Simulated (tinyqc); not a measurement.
Bandgap voltage reference from two bipolar transistors: one step of the calculation.

Two transistors of area 1 and N carry the same current I. Is(T) = Is (T/T0)^eta exp[(Vg0 q/kB)(1/T0 - 1/T)], VBE1 = Vt ln(I/Is(T)) + I rb, VBE2 = Vt ln(I/(N Is(T))) + I rb/N. The amplifier forces I R1(T) = VBE1 - VBE2 + Vos, with R(T) = R (1 + tc (T - T0)) for both resistors, and the output is Vref = VBE1 + I R2(T). Base currents and the Early effect are neglected.

Question. Operating point at the reference temperature. Vt = kB T/q; I = (Vt ln N + Vos)/(R1(T) - rb (1 - 1/N)). Evaluate at T = T0.

Parameters, values chosen for the exercise; values of the order met in silicon bipolar transistors: reference temperature T0 = 300 K; band-gap voltage extrapolated to 0 K Vg0 = 1.207 V; temperature exponent of the saturation current eta = 3.7; saturation current of the unit transistor at T0 Is = 1e-15 A; area ratio of the second transistor N = 8; resistor across which the difference of VBE falls, at T0 R1 = 21 kohm; temperature coefficient of both resistors tc = 1800 ppm/K; offset of the amplifier Vos = 0 mV; series resistance of the unit transistor rb = 0 ohm; output resistor at T0 R2 = 291.2 kohm.

Constants: q = 1.602176634e-19 C, kB = 1.380649e-23 J/K. Results are converted to the units shown.

Wanted: Vt; I; Is(T); VBE1; I R2; Vref.

Answer.

Vt = 0.02585 V
I = 2.560 uA
Is(T) = 1.000e-15 A
VBE1 = 0.5600 V
I R2 = 0.7454 V
Vref = 1.305 V

Computed by the program tinyqc: `OMP_NUM_THREADS=1 python tinyqc.py 2062146 2062147 out.jsonl`, one thread of a shared Intel Xeon 2.30GHz, about 0.02 s for the whole run.
